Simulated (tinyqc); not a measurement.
Worked calculation: Ewald sum of point charges, fluorite, strained along z by a factor 1.09, lattice. Computed by tinyqc, a small Python program that keeps every step. Command: `OMP_NUM_THREADS=1 python tinyqc.py 21532 21533 out.jsonl` (the two numbers bound the seeds that draw the settings). One thread of a shared host (Intel(R) Xeon(R) Processor @ 2.60GHz), about 0.07 s of CPU time with the checks.

## Ewald sum with eta = 0.37 1/bohr

cell vectors (rows) (bohr):
```
[[0.000000, 4.990000, 5.439000],
 [4.990000, 0.000000, 5.439000],
 [4.990000, 4.990000, 0.000000]]
```

Charges:
```
q                f1        f2        f3
4.000000   0.000000  0.000000  0.000000
-2.000000  0.250000  0.250000  0.250000
-2.000000  0.750000  0.750000  0.750000
```

Real space: 1/2 sum q_i q_j erfc(eta r)/r over all images with r > 0; reciprocal space: (2 pi/V) sum_(G != 0) exp(-G^2/4 eta^2)/G^2 |S(G)|^2 with S(G) = sum q exp(i G.r); self term -eta/sqrt(pi) sum q^2; background -pi Q^2/(2 V eta^2), Q the total charge.

Real-space shells (first ones):
```
r (bohr)   pairs  sum (hartree)
4.454855      16      -0.283751
4.990000       8       0.028942
5.439000       4       0.006512
7.056926      12       0.001510
7.381248      24       0.001461
8.345414      32      -0.000193
8.888823      16      -0.000024
8.909709      16       0.000011
9.980000      12       8.51e-07
10.878000      6       2.77e-08
10.929141     16      -6.28e-08
11.157979     16       1.51e-08
```

Reciprocal shells (first ones that count):
```
G^2 (1/bohr^2)  vectors  sum (hartree)
1.126363              8       0.337021
1.334509              2       0.194507
1.585472              4       0.207059
3.795382              8       0.000764
4.297308             16       0.000540
4.505454              8       0.000704
6.923510              8       0.000006
6.966327             16       2.55e-06
7.468252              8       4.75e-07
7.676398              8       1.26e-06
7.927361              8       7.74e-07
9.133420              8       1.86e-08
```

## The total does not depend on eta

The same sums for other eta.

Totals (hartree per cell):
```
eta            real  reciprocal       self  background        total
0.370000  -0.245532    0.740606  -5.010004    0.000000  -4.51492972
0.550000  -0.007248    2.939621  -7.447303    0.000000  -4.51492972
0.699000  -0.000150    4.950065  -9.464844    0.000000  -4.51492972
```

shortest distance = 4.454855 bohr

Madelung constant -E d / (formula units |q+ q-|) = 2.514169
